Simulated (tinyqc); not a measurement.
Threshold of a short bulk MOSFET: charge sharing, barrier lowering, narrow width: one step of the calculation.

n-channel device on a p-type body, depletion approximation, full ionisation. Uniform doping N = Na. Vbi from Boltzmann statistics is rough for the degenerate source. Cox = eps0 eox/tox.

Task. Short-channel and narrow-width shifts. Charge sharing (trapezoid; it ignores Vds): F = (xj/L)(sqrt(1 + 2 Wd/xj) - 1), lowering = body term times F. Barrier lowering: th = exp(-L/(2 l)) + 2 exp(-L/l), lowering = th [2 (Vbi - 2 pB) + Vds], DIBL = th. Narrow width: rise = body term times xw Wd/W. VT by each model = VT0 - lowering + rise.

Inputs (values chosen for the exercise); band and dielectric values close to those of silicon:
- xj = 14 nm (junction depth)
- Vds = 1 V (drain-source voltage)
- W = 1400 nm (gate width)
- xw = 1.5708 (shape factor of the fringing depletion at the width edges)
- L = 830 nm (channel length)

2 pB = 0.83346787 V
Wd = 110.19611 nm
body term = 0.49492418 V
VT0 = 0.37839205 V
Vbi = 1.0153519 V
l = 60.044905 nm

Wanted: F; lowering by charge sharing; th; lowering of the barrier; DIBL; narrow-width rise; VT, charge sharing; VT, barrier lowering.

Result.

F = 0.05215
lowering by charge sharing = 25.81 mV
th = 9.983e-4
lowering of the barrier = 1.361 mV
DIBL = 0.9983 mV/V
narrow-width rise = 61.19 mV
VT, charge sharing = 0.4138 V
VT, barrier lowering = 0.4382 V

L is 13.8 scale lengths. The charge-sharing lowering is 19.0 times the barrier lowering; the first falls off as 1/L and the second exponentially. Both describe the same loss of gate control, so they are alternatives and are not added.

Program tinyqc, `OMP_NUM_THREADS=1 python tinyqc.py 2002137 2002138 out.jsonl`; Intel Xeon 2.30GHz, shared host, one thread, about 0.01 s.
